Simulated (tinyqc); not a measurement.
Biaxially strained (001) channel, valley splitting in an inversion layer: two steps of the calculation.

A thin layer grown on a relaxed buffer is stretched in the plane. The two valleys with their long axis along the growth direction (D2) sink against the four in-plane ones (D4); confinement in a triangular well splits them too. Only the lowest subband of each set is kept; one relaxation time, so the weakening of intervalley scattering is left out.

Parameters, values chosen for the exercise; values close to those of silicon on relaxed silicon-germanium: temperature T = 325 K; germanium share of the relaxed buffer x = 0.16; lattice mismatch per unit x b1 = 0.0418; elastic constant c11 = 161 GPa; elastic constant c12 = 64.3 GPa; shear deformation potential Xu = 9.15 eV; longitudinal mass ml = 0.933 m0; transverse mass mt = 0.185 m0; confining field F = 0.61 MV/cm; inversion density Ns = 1.3e12 cm^-2.

Constants: q = 1.602176634e-19 C, kB = 1.380649e-23 J/K, hbar = 1.054571817e-34 J s, m0 = 9.1093837015e-31 kg, Vt = kB T/q, hbar^2/(2 m0) = 0.0380998212 eV nm^2. Results are converted to the units shown.

Task 1. Subband edges and densities of states. Levels E(m) = 2.33811 (hbar^2 q^2 F^2/(2 m))^(1/3): E2 = E(ml), E4 = E(mt) + D; N2 = 2 mt kB T/(pi hbar^2), N4 = 4 sqrt(mt ml) kB T/(pi hbar^2).

D = 110.07534 meV

Wanted: E2; E4; N2; N4.

Result 1.

E2 = 0.1248 eV
E4 = 0.3240 eV
N2 = 4.329e12 cm^-2
N4 = 1.944e13 cm^-2

Of the gap E4 - E2 = 199 meV, confinement gives 89.2 meV.

Task 2. Share of the light valleys and conductivity mass. EF solves Ns = N2 ln(1 + exp((EF - E2)/Vt)) + N4 ln(1 + exp((EF - E4)/Vt)); f2 is the share in D2, and 1/mc = f2/mt + (1 - f2)(1/mt + 1/ml)/2.

EF = 0.095250971 eV
E2 = 0.12476667 eV
N2 = 4.3286769e12 cm^-2

Wanted: f2; mc.

Result 2.

f2 = 0.9958
mc = 0.1853 m0

Numbers from tinyqc (`OMP_NUM_THREADS=1 python tinyqc.py 2530108 2530109 out.jsonl`; about 0.02 s on one thread of a shared Intel Xeon 2.30GHz).
